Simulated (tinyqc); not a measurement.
Shallow acceptor in the spherical four-band model: one step. Ground state in the small basis. Two cases, with inputs chosen for the exercise.

Question. Solve H u = E S u for the lowest level of the acceptor; the first half of the basis is L = 0 and the second L = 2. Give E, E without the f-g block, and the L = 2 weight u_g S_gg u_g with u S u = 1.

Case 1.

S:
```
          f1        f2        f3        g1        g2        g3
f1  1.000000  0.586684  0.184785         0         0         0
f2  0.586684  1.000000  0.584476         0         0         0
f3  0.184785  0.584476  1.000000         0         0         0
g1         0         0         0  1.000000  0.288144  0.019449
g2         0         0         0  0.288144  1.000000  0.285620
g3         0         0         0  0.019449  0.285620  1.000000
```

H (Ry*):
```
           f1         f2          f3         g1         g2          g3
f1  -0.809296  -0.934099   -0.870073  -0.313441  -0.090316   -0.006096
f2  -0.934099  -0.134743   -0.436259  -0.539821  -1.873443   -0.535093
f3  -0.870073  -0.436259   10.794774  -0.219315  -3.220846  -11.276686
g1  -0.313441  -0.539821   -0.219315   0.507975   0.219191   -0.013281
g2  -0.090316  -1.873443   -3.220846   0.219191   5.544137    2.637339
g3  -0.006096  -0.535093  -11.276686  -0.013281   2.637339   39.561213
```

Case 2.

S:
```
          f1        f2        f3        g1        g2        g3
f1  1.000000  0.584294  0.184618         0         0         0
f2  0.584294  1.000000  0.586467         0         0         0
f3  0.184618  0.586467  1.000000         0         0         0
g1         0         0         0  1.000000  0.285412  0.019408
g2         0         0         0  0.285412  1.000000  0.287896
g3         0         0         0  0.019408  0.287896  1.000000
```

H (Ry*):
```
           f1         f2          f3         g1         g2          g3
f1  -0.810925  -0.936817   -0.873841  -0.321187  -0.091671   -0.006234
f2  -0.936817  -0.105890   -0.404705  -0.552108  -1.934424   -0.556913
f3  -0.873841  -0.404705   10.983912  -0.224548  -3.330968  -11.570043
g1  -0.321187  -0.552108   -0.224548   0.517906   0.221202   -0.013099
g2  -0.091671  -1.934424   -3.330968   0.221202   5.667525    2.717769
g3  -0.006234  -0.556913  -11.570043  -0.013099   2.717769   40.094086
```

Give: E; E without coupling; L = 2 weight.

Answer.

Case 1.

E = -1.219 Ry*
E without coupling = -0.989 Ry*
L = 2 weight = 0.086

Without the coupling the exact value is -1, which this basis, tuned to the compact coupled state, misses by 0.011. The coupling to L = 2 takes the level to 1.22 times that exact value.

Case 2.

E = -1.226 Ry*
E without coupling = -0.989 Ry*
L = 2 weight = 0.088

Without the coupling the exact value is -1, which this basis, tuned to the compact coupled state, misses by 0.011. The coupling to L = 2 takes the level to 1.23 times that exact value.

Computed by tinyqc, one run a case: `OMP_NUM_THREADS=1 python tinyqc.py N N+1 out.jsonl` with N = 1280160, 1280197; one thread of a shared Intel(R) Xeon(R) Processor @ 2.30GHz, about 0.03 s a run at most.
